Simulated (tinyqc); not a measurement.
From results to parameters: diatomic chain. Computed by the program tinyqc.

Problem. A chain of two alternating masses has one spring constant k; at the zone edge omega^2 = 2k/M and 2k/m, and wavenumber = 521.4708 sqrt(omega^2) with omega^2 in eV/(angstrom^2 u). Find k, the heavier mass and the optical wavenumber at q = 0.

wavenumbers at the zone edge (cm^-1): 227.004954  488.720887
lighter mass = 33.700000 u

Solution. The upper value gives k = m omega^2/2, the ratio of the squares gives M/m, and at q = 0 omega^2 = 2k (1/m + 1/M), the sum of the two.

k = 14.8000 eV/angstrom^2
heavier mass = 156.2000 u
optical wavenumber at q = 0 = 538.869 cm^-1
